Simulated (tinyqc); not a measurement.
Worked calculation: sp3 tight binding, zinc-blende lattice. Computed by tinyqc, a small Python program that keeps every step. Command: `OMP_NUM_THREADS=1 python tinyqc.py 28396 28397 out.jsonl` (the two numbers bound the seeds that draw the settings). One thread of a shared host (Intel(R) Xeon(R) Processor @ 2.60GHz), about 0.01 s of CPU time with the checks.

## Bloch Hamiltonian at k

Parameters chosen for this model: zinc-blende lattice, anion at 0, cation at a/4 (1,1,1); V = eta hbar^2 / (m d^2), hbar^2/m = 7.619964 eV angstrom^2:
```
parameter          value      unit
a               4.280000  angstrom
d               1.853294  angstrom
Es anion      -11.170000        eV
Ep anion       -7.720000        eV
Es cation     -11.170000        eV
Ep cation      -7.720000        eV
eta ss         -1.330000
eta sp          1.550000
eta pp sigma    2.410000
eta pp pi      -0.580000
V ss           -2.950637        eV
V sp            3.438712        eV
V pp sigma      5.346643        eV
V pp pi        -1.286744        eV
```

k point k (2 pi / a): -0.4500  0.3800  0.7400

Slater-Koster rules over the four bonds with direction cosines (l, m, n): ss V_ss; s-px l V_sp; px-s -l V_sp; px-px l^2 V_pps + (1 - l^2) V_ppp; px-py l m (V_pps - V_ppp); each times exp(i k.d).

H(k) at k (eV), lower triangle (Hermitian):
```
                  a s            a px             a py             a pz
a s          -11.1700
a px           0.0000         -7.7200
a py           0.0000          0.0000          -7.7200
a pz           0.0000          0.0000           0.0000          -7.7200
c s   -2.9480+3.9541i  3.1151-1.6941i  -3.9148+1.3480i  -1.1513+4.5837i
c px  -3.1151+1.6941i  0.9235-1.2388i   1.2822-5.1050i   4.3601-1.5013i
c py   3.9148-1.3480i  1.2822-5.1050i   0.9235-1.2388i  -3.4693+1.8868i
c pz   1.1513-4.5837i  4.3601-1.5013i  -3.4693+1.8868i   0.9235-1.2388i

           c s     c px     c py     c pz
c s   -11.1700
c px    0.0000  -7.7200
c py    0.0000   0.0000  -7.7200
c pz    0.0000   0.0000   0.0000  -7.7200
```

## Levels at k

Diagonalise the Hermitian matrix.

eigenvalues (eV): -19.3329  -18.0049  -14.8543  -14.5007  -1.6298  -1.1642  -0.8831  1.7100

weights |c|^2 of the basis functions:
```
      band 1  band 2  band 3  band 4  band 5  band 6  band 7  band 8
a s   0.4043  0.1204  0.0441  0.0012  0.3004  0.0653  0.0224  0.0419
a px  0.0334  0.1215  0.0780  0.2554  0.0012  0.0032  0.3422  0.1652
a py  0.0452  0.1098  0.0825  0.2417  0.0141  0.2720  0.0776  0.1571
a pz  0.0171  0.1483  0.2955  0.0017  0.1844  0.1595  0.0577  0.1358
c s   0.4043  0.1204  0.0441  0.0012  0.3004  0.0653  0.0224  0.0419
c px  0.0334  0.1215  0.0780  0.2554  0.0012  0.0032  0.3422  0.1652
c py  0.0452  0.1098  0.0825  0.2417  0.0141  0.2720  0.0776  0.1571
c pz  0.0171  0.1483  0.2955  0.0017  0.1844  0.1595  0.0577  0.1358
```

## Bloch Hamiltonian at X

k point X (2 pi / a): 1  0  0

As before.

H(k) at X (eV), lower triangle (Hermitian):
```
                 a s            a px            a py            a pz
a s         -11.1700
a px          0.0000         -7.7200
a py          0.0000          0.0000         -7.7200
a pz          0.0000          0.0000          0.0000         -7.7200
c s           0.0000  0.0000+7.9414i          0.0000          0.0000
c px  0.0000-7.9414i          0.0000          0.0000          0.0000
c py          0.0000          0.0000          0.0000  0.0000-8.8445i
c pz          0.0000          0.0000  0.0000-8.8445i          0.0000

           c s     c px     c py     c pz
c s   -11.1700
c px    0.0000  -7.7200
c py    0.0000   0.0000  -7.7200
c pz    0.0000   0.0000   0.0000  -7.7200
```

## Levels at X

As before.

eigenvalues (eV): -17.5716  -17.5716  -16.5645  -16.5645  -1.3184  -1.3184  1.1245  1.1245

## Bands along a path

The same steps at evenly spaced points between the labelled ones.

Bands along the path (eV):
```
k           band 1    band 2    band 3    band 4   band 5   band 6   band 7   band 8
L         -19.5798  -18.3355  -13.9910  -13.9910  -1.6489  -1.4490  -1.4490   1.7842
L-G 0.20  -20.3832  -17.3257  -13.7926  -13.7926  -1.6474  -1.6474  -1.6099   1.5387
L-G 0.40  -21.4107  -15.6773  -13.2393  -13.2393  -2.2007  -2.2007  -1.6654   0.9734
L-G 0.60  -22.2424  -13.8531  -12.4671  -12.4671  -2.9729  -2.9729  -2.2863   0.6019
L-G 0.80  -22.7841  -12.1850  -11.7352  -11.7352  -3.7048  -3.7048  -3.4037   0.5929
G         -22.9725  -11.4175  -11.4175  -11.4175  -4.0225  -4.0225  -4.0225   0.6325
G-X 0.20  -22.7201  -12.1738  -12.1738  -11.7468  -3.8782  -3.2662  -3.2662   0.5652
G-X 0.40  -21.9814  -13.7179  -13.7179  -12.6814  -3.4657  -1.7221  -1.7221   0.3485
G-X 0.60  -20.8114  -15.1981  -15.1981  -14.0835  -2.8426  -0.2419  -0.2419  -0.0425
G-X 0.80  -19.3006  -16.2089  -16.2089  -15.7750  -2.0940  -0.6104   0.7689   0.7689
X         -17.5716  -17.5716  -16.5645  -16.5645  -1.3184  -1.3184   1.1245   1.1245
X-W 0.20  -17.5716  -17.5716  -16.5645  -16.5645  -1.3184  -1.3184   1.1245   1.1245
X-W 0.40  -17.5716  -17.5716  -16.5645  -16.5645  -1.3184  -1.3184   1.1245   1.1245
X-W 0.60  -17.5716  -17.5716  -16.5645  -16.5645  -1.3184  -1.3184   1.1245   1.1245
X-W 0.80  -17.5716  -17.5716  -16.5645  -16.5645  -1.3184  -1.3184   1.1245   1.1245
W         -17.5716  -17.5716  -16.5645  -16.5645  -1.3184  -1.3184   1.1245   1.1245
```

With 4 band(s) filled, the highest filled level on these points lies at G and the lowest empty one at G: a gap of 7.3951 eV, direct.
